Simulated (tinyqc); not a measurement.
Ellipsoidal valleys in the axes of a wafer and a channel: one step. Tensors of the valley [-1-11]. Three cases, with inputs chosen for the exercise.

Question. Form w and the reduced tensor u.

Valleys with axes a along [111], [1-1-1], [-11-1] and [-1-11], one whole valley each; inverse mass tensor w = 1/mt + (1/ml - 1/mt) a a. Device axes: z = nz/|nz|, x = nx/|nx|, y = z cross x; in them a = (ax, ay, az). Confinement mass mz = 1/w_zz. In the plane w_ij is replaced by u_ij = w_ij - w_iz w_jz/w_zz (i, j = x, y); density-of-states mass md = 1/sqrt(det u); conductivity mass along x mc = 1/u_xx; ballistic transport mass mx = u_yy/det u, width mass my = 1/u_yy.

Case 1.

Values chosen (out of a larger set: near those of the L valleys of GaAs; not measured data): ml = 1.914 m0 (longitudinal mass); mt = 0.075 m0 (transverse mass).

valley axes:
```
                ax         ay         az
[111]     0.816497   0.000000   0.577350
[1-1-1]  -0.816497   0.000000   0.577350
[-11-1]   0.000000  -0.816497  -0.577350
[-1-11]   0.000000   0.816497  -0.577350
```

Case 2.

Values chosen (out of a larger set: near those of the L valleys of Ge; not measured data): ml = 1.572 m0 (longitudinal mass); mt = 0.085 m0 (transverse mass).

valley axes:
```
                ax         ay         az
[111]     0.000000  -0.577350   0.816497
[1-1-1]   0.816497   0.577350   0.000000
[-11-1]  -0.816497   0.577350   0.000000
[-1-11]   0.000000  -0.577350  -0.816497
```

Case 3.

Values chosen (out of a larger set: near those of the L valleys of Ge; not measured data): ml = 1.62 m0 (longitudinal mass); mt = 0.082 m0 (transverse mass).

valley axes:
```
                ax         ay         az
[111]     0.000000  -0.577350   0.816497
[1-1-1]   0.816497   0.577350   0.000000
[-11-1]  -0.816497   0.577350   0.000000
[-1-11]   0.000000  -0.577350  -0.816497
```

Give: w; u.

Answer.

Case 1.

w (1/m0):
```
         x       y       z
x  13.3333  0.0000  0.0000
y   0.0000  4.7928  6.0391
z   0.0000  6.0391  9.0630
```

u (1/m0):
```
         x       y
x  13.3333  0.0000
y   0.0000  0.7686
```

Case 2.

w (1/m0):
```
         x        y        z
x  11.7647   0.0000   0.0000
y   0.0000   8.0552  -5.2461
z   0.0000  -5.2461   4.3457
```

u (1/m0):
```
         x       y
x  11.7647  0.0000
y   0.0000  1.7222
```

Case 3.

w (1/m0):
```
         x        y        z
x  12.1951   0.0000   0.0000
y   0.0000   8.3358  -5.4578
z   0.0000  -5.4578   4.4766
```

u (1/m0):
```
         x       y
x  12.1951  0.0000
y   0.0000  1.6816
```

The axis is tilted against the normal, so w_xz or w_yz is not zero and the reduction changes the masses in the plane.

Computed by tinyqc, one run a case: `OMP_NUM_THREADS=1 python tinyqc.py N N+1 out.jsonl` with N = 1850856, 1880449, 1880776; one thread of a shared Intel(R) Xeon(R) Processor @ 2.30GHz, about 0.01 s a run at most.
